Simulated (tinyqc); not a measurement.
Thermionic-field emission through a Schottky barrier, WKB: one step of the calculation.

Metal on an n-type semiconductor with one parabolic valley; V > 0 is forward bias (metal positive). Energies E are counted from the conduction edge of the neutral semiconductor, whose Fermi level lies at -xi; that of the metal lies at -xi - V. The barrier is a parabola of height Vd = phi - xi - V (depletion approximation, no image force).

Problem. Fermi level, barrier and E00. Nc = 2 (2 pi me m0 kB T/h^2)^1.5 (times 1e-6 for cm^-3); Nd = Nc F12(-xi/Vt), F12(x) = (2/sqrt(pi)) int_0^infinity sqrt(u)/(1 + exp(u - x)) du; E00 = (hbar/2) sqrt(Nd/(me m0 eps0 eps_r)) in SI units (volts). W = sqrt(2 eps0 eps_r Vd/(q Nd)).

Values chosen for this exercise; band and dielectric values close to those of silicon:
```
symbol   value   unit                             meaning
T          400      K                         temperature
me       0.261     m0                       electron mass
eps_r     11.7                      relative permittivity
phi       0.42     eV  barrier height seen from the metal
Nd      9.8e17  cm^-3                       donor density
V         0.11      V                                bias
```

Constants: q = 1.602176634e-19 C, kB = 1.380649e-23 J/K, hbar = 1.054571817e-34 J s, h = 6.62607015e-34 J s, m0 = 9.1093837015e-31 kg, Vt = kB T/q, eps0 = 8.8541878128e-14 F/cm where lengths are in cm. Results are converted to the units shown.

Wanted: Nc; xi; Vd; W; E00; E00/Vt.

Solution.

Nc = 5.1516e18 cm^-3
xi = 0.054890 eV
Vd = 0.25511 V
W = 18.348 nm
E00 = 10.518 meV
E00/Vt = 0.30514

By a common rule of thumb, E00/Vt below 0.5 marks thermionic emission, 0.5 to 5 thermionic-field emission and above 5 field emission. By that rule alone: thermionic emission; with a high barrier, tunnelling near its top can carry most of the current even below 0.5.

Range of the model: One isotropic valley is assumed; bands with several valleys have a larger Richardson constant and Nc. The depletion approximation, a parabolic band and the neglect of image-force lowering make these currents estimates at high doping.

tinyqc, about 0.05 s, one thread, Intel Xeon 2.30GHz (shared host): `OMP_NUM_THREADS=1 python tinyqc.py 2640118 2640119 out.jsonl`
